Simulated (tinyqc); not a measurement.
# Changing the temperature T

Model: capillary instabilities by surface diffusion: grooving and agglomeration of films, edge retraction, wire break-up and smoothing of roughness. Computed by tinyqc, a small Python program. Command: `OMP_NUM_THREADS=1 python tinyqc.py 3011347 3011348 out.jsonl dewet sweep`. One thread of a shared host (Intel(R) Xeon(R) Processor @ 2.30GHz), about 0.01 s of CPU time with the checks.

Isotropic surface energy; shapes change by surface diffusion alone.

Inputs (values chosen for the exercise, for a model film): surface energy gamma_s = 1.52 J/m^2; grain-boundary energy gamma_b = 0.58 J/m^2; contact angle on the substrate theta = 120 degrees; atomic volume Omega = 17 angstrom^3; surface sites nu = 15 1/nm^2; prefactor D0 = 2.6e-05 m^2/s; activation energy Q = 0.838 eV; time t = 210 s; film thickness h = 3.9 nm; grain radius R = 11 nm; wire radius r = 14 nm; initial ripple over radius = 0.05.

Grooves: at the surface only.

Constants: k_B = 8.617333262e-05 eV/K; k_B = 1.380649e-23 J/K.

Method:
- B = D_s nu gamma_s Omega^2/(k_B T), D_s = D0 exp(-Q/(k_B T)).
- Groove angle beta: sin(beta) = gamma_b/(2 gamma). For circular grains of radius R with spherical caps the groove ends (measured from the mean surface) at the depth R g(beta), g = (2 - 3 cos beta + cos^3 beta)/(3 sin^3 beta). The film parts if R g(beta_s) > h.
- Mullins' isolated groove: depth below the flat surface d = 0.780 m (B t)^(1/4), m = tan(beta_s), width between the ridges 4.6 (B t)^(1/4); time to reach h: (h/(0.780 m))^4/B.
- A rim shaped as a circular segment with contact angle theta holds the area h x; its radius r obeys r^2 (theta - sin theta cos theta) = h x. To advance, the edge must carry a strip of the rim height H = r (1 - cos theta) over the rim, driven by the curvature 1/r over the distance r theta (the scaling argument of Brandon and Bradshaw): H dx/dt = B/(theta r^2) gives x^(5/2) = (5/2) B t c^(3/2)/(theta (1 - cos theta) h^(3/2)), c = theta - sin theta cos theta.
- A wire with r + A cos(k z) has dA/dt = (B/r^4) (kr)^2 [1 - (kr)^2] A: unstable for wavelengths above 2 pi r, fastest at kr = 1/sqrt 2 with the rate B/(4 r^4); break-up time about (4 r^4/B) ln(r/A0); each wavelength makes a sphere of radius (3 r^2 lambda_m/4)^(1/3).

One run for each value:
```
temperature T (K)  retraction x (nm)  groove depth (nm)  break-up time (s)  B (nm^4/s)
338                            16.00              1.068         3.9205e+04  1.1742e+01
361                            32.44              1.662         6.6965e+03  6.8743e+01
385                            61.89              2.488         1.3320e+03  3.4559e+02
409                           109.29              3.550         3.2142e+02  1.4322e+03
433                           180.97              4.866         9.1096e+01  5.0533e+03
456                           278.87              6.376         3.0904e+01  1.4896e+04
480                           418.52              8.217         1.1200e+01  4.1103e+04
504                           603.72             10.332         4.4814e+00  1.0272e+05
528                           841.61             12.716         1.9531e+00  2.3569e+05
```

What does the table show, and why?

Over the rows, retraction x (nm) rises from 16.0 to 842 (exponent d ln y / d ln x 11 between the first rows and 7.1 between the last); groove depth (nm) rises from 1.07 to 12.7 (exponent d ln y / d ln x 6.7 between the first rows and 4.5 between the last); break-up time (s) falls from 39200 to 1.95 (exponent d ln y / d ln x -27 between the first rows and -18 between the last). Times carry the energy Q, but lengths at fixed time only Q/4 (grooves) and 2Q/5 (edges): 0.209 and 0.335 eV.

Caution (all rows): the grooves of neighbouring boundaries overlap, so the depth levels off at its final value. Caution (all rows): faceting can stabilise wires along low-index directions. Caution (rows 433, 456, 480, 504, 528): this depth exceeds the film thickness, so the isolated-groove formula no longer applies.
